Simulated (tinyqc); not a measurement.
Stretching all distances: RHF, UHF, MP2, CISD and CCSD against full CI in the sto-3g basis, for H6, spin multiplicity 1. Computed by the program tinyqc with PySCF. All coordinates are multiplied by the scale. c0^2 is the weight of the RHF determinant in the lowest singlet FCI state (UHF is spin-contaminated and may lie near states of higher spin) and n(LUMO) the first natural occupation beyond the occupied space.

Geometry (angstrom):

| atom | x | y | z |
|---|---|---|---|
| H | 0.0000 | 0.0000 | 0.0000 |
| H | 0.0000 | 0.0000 | 0.7540 |
| H | 0.0000 | 0.0000 | 1.7240 |
| H | 0.0000 | 0.0000 | 2.4780 |
| H | 0.0000 | 0.0000 | 3.4480 |
| H | 0.0000 | 0.0000 | 4.2020 |

Full CI energy (hartree) and errors against it (kcal/mol):

| scale | distance 1-2 (angstrom) | E(FCI) | RHF | UHF | MP2 | CISD | CCSD | <S^2> UHF | c0^2 | n(LUMO) |
|---|---|---|---|---|---|---|---|---|---|---|
| 0.990 | 0.746 | -3.28760 | 38.313 | 38.313 | 12.053 | 0.789 | 0.085 | 0.000 | 0.964 | 0.042 |
| 1.170 | 0.882 | -3.31316 | 49.969 | 49.969 | 17.744 | 1.697 | 0.137 | 0.000 | 0.942 | 0.063 |
| 1.360 | 1.025 | -3.26124 | 66.286 | 66.286 | 26.061 | 3.626 | 0.230 | 0.000 | 0.907 | 0.094 |
| 1.720 | 1.297 | -3.10117 | 112.163 | 86.045 | 50.447 | 12.950 | 0.499 | 1.214 | 0.794 | 0.188 |
| 1.900 | 1.433 | -3.02513 | 143.234 | 76.712 | 67.124 | 22.106 | 0.611 | 1.800 | 0.712 | 0.256 |
| 2.090 | 1.576 | -2.95827 | 181.295 | 60.791 | 87.080 | 35.786 | 0.617 | 2.241 | 0.616 | 0.341 |
| 2.270 | 1.712 | -2.90931 | 220.977 | 45.213 | 106.732 | 52.297 | 0.445 | 2.520 | 0.523 | 0.427 |

Estimate the missing row, scale = 1.54.

Computed row:
```
scale  distance 1-2 (angstrom)    E(FCI)     RHF     UHF     MP2   CISD   CCSD  <S^2> UHF   c0^2  n(LUMO)
1.540                    1.161  -3.18377  86.552  83.298  36.722  7.065  0.356      0.462  0.859    0.134
```

UHF parts from RHF first at scale 1.54 of those listed, where <S^2> leaves zero. The weight c0^2 goes from 0.96 to 0.52 and n(LUMO) from 0.04 to 0.43: static correlation grows as the bonds break into open-shell fragments. The spread of the error along the curve, which distorts its shape, is CCSD 0.5, UHF 47.7, CISD 51.5, MP2 94.7, RHF 182.7 kcal/mol.
